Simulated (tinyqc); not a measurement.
Worked calculation: Rutherford backscattering from a thin compound film on silicon: kinematics, yields, composition and thickness. Computed by tinyqc, a small Python program that keeps every step. Command: `OMP_NUM_THREADS=1 python tinyqc.py 3015795 3015796 out.jsonl rbs walk`. One thread of a shared host (Intel(R) Xeon(R) Processor @ 2.30GHz), about 0.01 s of CPU time with the checks. Intermediate numbers are printed to about 7 digits and carried at full precision; extremes and crossings named in words are read from the listed rows.

Singly charged helium ions (Z1 = 2, M1 = 4.0026 u) enter at the tilt angle a1 to the normal and leave at a2 = |180 - theta - tilt| in the same plane. The film is A B_x.

Inputs (values chosen for the exercise, modelled on a helium beam on NiSi): beam energy E0 = 2.2 MeV; scattering angle theta = 165 degrees; tilt of the sample = 7 degrees; heavy element: Z_A = 28; heavy element: mass M_A = 58.7 u; heavy element: stopping eps_A at 2 MeV = 71 1e-15 eV cm^2; light element: Z_B = 14; light element: mass M_B = 28.09 u; light element: stopping eps_B at 2 MeV = 49.7 1e-15 eV cm^2; atoms of B per atom of A, x = 0.914; atomic density of the film = 84.2 1/nm^3; film thickness d = 13 nm; collected charge = 7.5 microcoulomb; detector solid angle = 4.1 msr; detector resolution (FWHM) = 13 keV.

Constants: e^2/(4 pi eps_0) = 14.39964548 eV angstrom; e = 1.602176634e-19 C.

## Kinematics

Kinematic factor K = [(sqrt(M^2 - M1^2 sin^2 theta) + M1 cos theta)/(M + M1)]^2. Surface edges lie at K E0; substrate silicon has M = 28.09 u. Mass resolution at M_A = resolution/(E0 dK/dM).

kinematic factors: A 0.7645054, B 0.5688382, Si 0.5688382

surface edges (keV): A 1681.912, B 1251.444, Si 1251.444

mass resolution at M_A = 1.684301 u

K flattens for heavy targets, so masses within 1.7 u of A cannot be told apart.

## Peak widths (surface approximation)

Stopping per atom eps(E) = eps(2 MeV) (E/2 MeV)^(-0.4) (a law chosen for the exercise); Bragg rule eps_film = (eps_A + x eps_B)/(1 + x); areal density N d, with 1/nm^2 = 0.1 x 1e15/cm^2. Width of the signal of element i: [K_i eps(E0)/cos a1 + eps(K_i E0)/cos a2] N d; depth resolution = resolution x d/width of A; energy lost on the way in = eps(E0) N d/cos a1.

areal density N d = 109.46 1e15 atoms/cm^2

film stopping at E0 = 58.55314 1e-15 eV cm^2

widths (keV): A 12.14279, B 11.78387

depth resolution = 13.91772 nm

energy lost on the way in = 6.457359 keV

The film is thinner than the depth resolution, so only peak areas measure the thickness. Caution: the silicon signal of the film merges with that of the substrate, so only the width of A can be read directly.

## Yields

Rutherford cross section in the laboratory frame: sigma = (Z1 Z e^2/(4 pi eps_0 4E))^2 (4/sin^4 theta) (r + cos theta)^2/r, r = sqrt(1 - (M1 sin theta/M)^2), times the screening factor 1 - 0.049 Z1 Z^(4/3)/E (E in keV); 1 angstrom^2 = 1e8 barn. Counts = (charge/e) x solid angle x sigma(E_mean) x areal density of the element/cos a1, E_mean = E0 - half the energy lost on the way in; 1 barn = 1e-24 cm^2. The ratio of areas returns x = (Y_B/Y_A)(sigma_A/sigma_B), with the counting error sqrt(1/Y_A + 1/Y_B).

cross sections (barn/sr): A 0.8605058, B 0.2091127

counts: A 9515.932, B 2113.606

ratio of areas Y_B/Y_A = 0.2221124

counting error of x without background = 2.404604 %

The cross sections differ by 4.1, near (Z_A/Z_B)^2 = 4.0. The silicon signal of the film runs into that of the substrate and appears as a step, not a peak. Caution: film and substrate silicon overlap, so Y_B must be separated by a fit.

## Surface approximation against the full path

Surface approximation as above. Full path: dE/ds = -eps(E) integrates to E^1.4 = E(start)^1.4 - 1.4 eps(2 MeV) 2000^0.4 s (keV), applied in (s = N d/cos a1), then K, then out (s = N d/cos a2); width = K E0 - exit energy. The last column is the error in thickness if the full width is read with the surface formula.

Widths (keV):
```
d (nm)  A, surface   A, full   B, full  error (%)
5           4.6703    4.6729    4.5355   0.055628
10          9.3406    9.3510    9.0777   0.111443
20         18.6812   18.7230   18.1820   0.223636
50         46.7030   46.9668   45.6582   0.564820
100        93.4061   94.4798   92.0189   1.149457
150       140.1091  142.5686  139.1336   1.755358
200       186.8122  191.2660  187.0606   2.384137
300       280.2183  290.6363  285.6312   3.717815
```

The error grows roughly in proportion to thickness, from 0.06 % to 3.7 %, because the ion slows and the stopping rises along the path. The signals of A and B would overlap once the width of A exceeds the gap between the edges, 430 keV.

Checks made by the program: kinematic factor against energy and momentum conservation (relative difference below 1e-10).
